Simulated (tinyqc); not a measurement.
Magnetisation curve: two coupled magnetic layers: synthetic antiferromagnet, spin flop, exchange bias and magnetoresistance. Computed by tinyqc, a small Python program. Command: `OMP_NUM_THREADS=1 python tinyqc.py 3006763 3006764 out.jsonl saf walk`. One thread of a shared host (Intel(R) Xeon(R) Processor @ 2.30GHz), about 0.2 s of CPU time with the checks.

Moments lie in the plane at the angles p1, p2 from the field. Energy per area: E = J1 cos(p1 - p2) + J2 cos^2(p1 - p2) - B M_s (t1 cos p1 + t2 cos p2) + K (t1 sin^2 p1 + t2 sin^2 p2).

Inputs (values chosen for the exercise, for a model stack):
```
quantity,value,unit
saturation magnetisation M_s,1370,kA/m
thickness t1,2.7,nm
thickness t2,2.4,nm
antiferromagnetic coupling J1,0.26,mJ/m^2
biquadratic coupling J2,0.018,mJ/m^2
in-plane anisotropy K,3,kJ/m^3
field over the saturation field,0.27,-
```

Field direction: along the easy axis.

Method. The parallel state is stable while the Hessian at p1 = p2 = 0 is positive: with c = J1 + 2 J2 and u = B M_s + 2K, (u t1 - c)(u t2 - c) > c^2, so B_sat M_s = c (1/t1 + 1/t2) - 2K. B_K = 2K/M_s. The lowest minimum of E over both angles (from five starts; of two mirror images the one with p1 >= 0, and for equal layers |p1| <= |p2|).

saturation field B_sat = 165.666 mT

Equilibrium states:
```
B/B_sat,B (mT),p1 (degrees),p2 (degrees),m/m_sat
0.02,3.31,0.000,-180.00,0.0588
0.06,9.94,0.000,-180.00,0.0588
0.12,19.88,0.000,-180.00,0.0588
0.20,33.13,51.914,-100.85,0.2380
0.30,49.70,57.775,-78.16,0.3789
0.45,74.55,51.496,-62.70,0.5454
0.60,99.40,42.791,-50.11,0.6903
0.80,132.53,29.031,-33.13,0.8570
0.95,157.38,14.081,-15.89,0.9661
1.10,182.23,0.000,0.00,1.0000
```

What does the comparison show, and why?

The collinear state is the lowest in 3 row(s), with m/m_sat = (t1 - t2)/(t1 + t2) = 0.059; then the moments are canted and close at B_sat. The largest gap between m/m_sat and B/B_sat in the canted rows is 0.095.

Extremes, crossings and ranges named in words are read from the listed rows.
